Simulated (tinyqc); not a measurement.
# Junction parameters from two forward currents

Question. D(v) = J1 (exp(v/Vt) - 1) + J2 (exp(v/(2 Vt)) - 1). Find J1, J2 and the voltage 2 Vt ln(J2/J1) near which both parts are equal.

Inputs (values chosen for the exercise):

| symbol | value | unit | meaning |
|---|---|---|---|
| T | 330 | K | temperature |

Constants: q = 1.602176634e-19 C, kB = 1.380649e-23 J/K, Vt = kB T/q. Results are converted to the units shown.

junction voltages (V): [0.28, 0.67]
currents (uA/um): [5.9874478e-7, 0.011487720]

Answer. The current is linear in J1 and J2, so two points give two equations.

J1 = 6.40e-13 uA/um
J2 = 4.30e-9 uA/um
crossover = 0.501 V

Numbers from tinyqc (`OMP_NUM_THREADS=1 python tinyqc.py 2182235 2182236 out.jsonl`; about 0.2 s on one thread of a shared Intel Xeon 2.30GHz).
